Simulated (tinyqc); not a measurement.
# Admittance spectroscopy of a deep trap: admittance against temperature

Schottky contact on an n-type layer with shallow donors Nd (all ionised) and a donor-like deep trap, neutral when filled and positive when empty; depletion approximation. Traps within lam of the depletion edge stay filled. The traps at xt = W - lam, where the level crosses the Fermi level, follow a slow signal and not a fast one. w = 2 pi f.

Emission rate en = sn vth(T) Nc(T) exp(-Et/kB T) = sn g T^2 exp(-Et/kB T), g = vth Nc/(300 K)^2, as vth goes as T^0.5 and Nc as T^1.5 (degeneracy factor 1). lam = sqrt(2 eps0 eps_r (EF - ET)/(q Nd)), EF - ET = Et - (kB T/q) ln(Nc(T)/Nd), Nc(T) = Nc (T/300 K)^1.5. In the steady state at the band bending V, 2 eps0 eps_r V/q = Nd W^2 + Nt (W - lam)^2 (the second term only if W > lam). V = Vbi + Vr. C_HF = eps0 eps_r/W, C_LF = eps0 eps_r (Nd + Nt)/(Nd W + Nt xt). Inflection frequency w0 = 2 en [1 + Nt xt/(Nd W)]; C = C_HF + (C_LF - C_HF)/(1 + (w/w0)^2), G/w = (C_LF - C_HF)(w/w0)/(1 + (w/w0)^2).

Parameters, values chosen for the exercise; material values close to those of gallium arsenide: relative permittivity eps_r = 12.7; conduction-band density of states at 300 K Nc = 4.48e17 cm^-3; thermal velocity at 300 K vth = 4.5e7 cm/s; shallow donor density Nd = 3.7e15 cm^-3; built-in voltage Vbi = 0.99 V; depth of the trap below the conduction edge Et = 0.54 eV; capture cross-section sn = 3.3e-16 cm^2; trap density Nt = 4.8e15 cm^-3; reverse bias Vr = 1.7 V; signal frequency f = 15000 Hz.

Constants: q = 1.602176634e-19 C, kB = 1.380649e-23 J/K, eps0 = 8.8541878128e-14 F/cm where lengths are in cm. Results are converted to the units shown.

Results:
```
T (K)  w0/(2 pi) (Hz)  C (nF/cm^2)  G/w (nF/cm^2)
400            1025.3       13.257        0.29321
420            2393.9       13.383        0.66086
459             10248       14.671         1.9181
479             19828       15.981         1.9484
498             35468       16.828         1.4287
518             62690       17.197        0.88483
537          1.0387e5       17.307        0.54300
557          1.7082e5       17.333        0.32777
576          2.6613e5       17.327        0.20708
596          4.1281e5       17.310        0.13076
```

Estimate the missing row, T = 440 K.

Computed row:
```
T (K)  w0/(2 pi) (Hz)  C (nF/cm^2)  G/w (nF/cm^2)
440            5199.7       13.768         1.2940
```

With this row back in the table: G/w goes from 0.293 through a maximum of 1.95 (at T = 479 K among the rows listed) to 0.131 nF/cm^2, where w0 passes the signal: w0/(2 pi) rises from 1030 to 4.13e5 Hz. C goes from 13.26 through a maximum of 17.33 (at T = 557 K among the rows listed) to 17.31 nF/cm^2.

Computed by the program tinyqc: `OMP_NUM_THREADS=1 python tinyqc.py 2050064 2050065 out.jsonl`, one thread of a shared Intel Xeon 2.30GHz, about 0.01 s for the whole run.
